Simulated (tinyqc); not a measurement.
Tight binding, kagome lattice, step by step. One step of it, computed by the program tinyqc.

Question. Bloch Hamiltonian at K. H_AB = -t1 - t2 exp(-i k.a1), H_AC = -t1 - t2 exp(-i k.a2), H_BC = -t1 - t2 exp(i k.(a1 - a2)), H_CC = delta.

Parameters chosen for this model:
```
parameter,value,unit
t1,0.610000,"eV, up triangles"
t2,0.400000,"eV, down triangles"
delta,-0.180000,eV on site C
```

k point K (fractions of the reciprocal vectors): 0.333333  0.666667

Give: H(k) at K.

Answer.

H(k) at K (eV):
```
,A,B,C
A,0.000,-0.410+0.346i,-0.410-0.346i
B,-0.410-0.346i,0.000,-0.410+0.346i
C,-0.410+0.346i,-0.410-0.346i,-0.180
```
